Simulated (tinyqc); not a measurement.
# Off-state leakage of single and stacked transistors: leakage components against the body voltage

n-channel devices of unit width. Subthreshold current I(Vg, Vs, Vd) = I0 (T/300 K)^0.5 exp[(Vg - Vs - VT(T) - gb (Vs - Vb) + dd (Vd - Vs))/(nf Vt)] (1 - exp(-(Vd - Vs)/Vt)), VT(T) = VT - cT (T - 300 K). Gate-edge tunnelling Ig (Vd/1 V) exp(ag (Vd - 1 V)), for a gate at 0 V, and band-to-band leakage Ab u exp(-Bb/u), u = Vd - Vb + 1 V, flow at a drain held at V; both are taken as independent of T. In a stack of off transistors (all gates at 0 V) the same subthreshold current passes through each.

One transistor with Vg = Vs = 0, Vd = V; stack factor I(one)/I(two in series).

Parameters, values chosen for the exercise; values of the order met in bulk silicon logic transistors: temperature T = 358 K; supply voltage V = 0.7 V; threshold at 300 K, zero drain and body bias VT = 0.37 V; fall of the threshold with temperature cT = 0.9 mV/K; current at threshold at 300 K I0 = 0.51 uA/um; slope factor nf = 1.22; drain-induced lowering per volt dd = 0.07; rise of the threshold per volt of source-body bias gb = 0.22; gate-edge tunnelling current at 1 V Ig = 5e-6 uA/um; exponential slope of the gate current ag = 3.4 1/V; prefactor of band-to-band leakage at the drain Ab = 40 uA/(um V); its exponential voltage Bb = 25 V.

Constants: q = 1.602176634e-19 C, kB = 1.380649e-23 J/K, Vt = kB T/q. Results are converted to the units shown.

The same in every row: gate edge (nA/um) = 0.001262; stack factor = 4.474.

Result of one run:
```
subthreshold (nA/um)  band-to-band (nA/um)  total (nA/um)  largest part
0.1369                              0.1467         0.2849  band-to-band
```

Which body voltage Vb gave this result: 0.2, -0.2, -1, -1.2 or -1.4 V?

Vb = -0.2 V.

The whole series:
```
Vb (V)  subthreshold (nA/um)  band-to-band (nA/um)  total (nA/um)  largest part
0.2                    1.419              0.003467          1.424  subthreshold
0                     0.4408               0.02791         0.4700  subthreshold
-0.2                  0.1369                0.1467         0.2849  band-to-band
-0.4                 0.04254                0.5677         0.6115  band-to-band
-0.6                 0.01322                 1.751          1.765  band-to-band
-0.8                0.004106                 4.540          4.545  band-to-band
-1                  0.001276                 10.28          10.29  band-to-band
-1.2                3.962e-4                 20.92          20.92  band-to-band
-1.4                1.231e-4                 39.00          39.00  band-to-band
```

As Vb goes from 0.2 to -1.4, the total leakage goes from 1.42 through a minimum of 0.285 (at Vb = -0.2 among the rows listed) to 39.0 nA/um. The subthreshold part leads at Vb = 0.2, the band-to-band part from -0.2 on. The exact minimum lies at Vb = -0.175 V: reverse body bias lowers the subthreshold part by a decade every nf Vt ln 10/gb = 0.394 V but raises the band-to-band part. The reduction by a stack of two stays at 4.47, for the subthreshold part alone. For Vb = 0.2 the body is forward biased; the junction current, left out, is still small at this voltage.

Program tinyqc, `OMP_NUM_THREADS=1 python tinyqc.py 2242039 2242040 out.jsonl`; Intel Xeon 2.30GHz, shared host, one thread, about 0.03 s.
